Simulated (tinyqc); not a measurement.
Thickness from two neighbouring fringes.

Problem. At normal incidence a transparent film with an index between those of air and substrate, taken as constant, has reflectance minima at 2 n1 d = (m + 1/2) lam (small phase shifts at the substrate neglected). Find d and the order m of the shorter wavelength.

Parameters, values chosen for the exercise: index of the transparent film n1 = 1.452.

wavelengths of two neighbouring reflectance minima (nm): 528  590.11765

Answer. Neighbouring orders differ by one: 2 n1 d (1/lam1 - 1/lam2) = 1.

d = 1727 nm
m = 9

Program tinyqc, `OMP_NUM_THREADS=1 python tinyqc.py 2870149 2870150 out.jsonl`; Intel Xeon 2.30GHz, shared host, one thread, about 0.01 s.
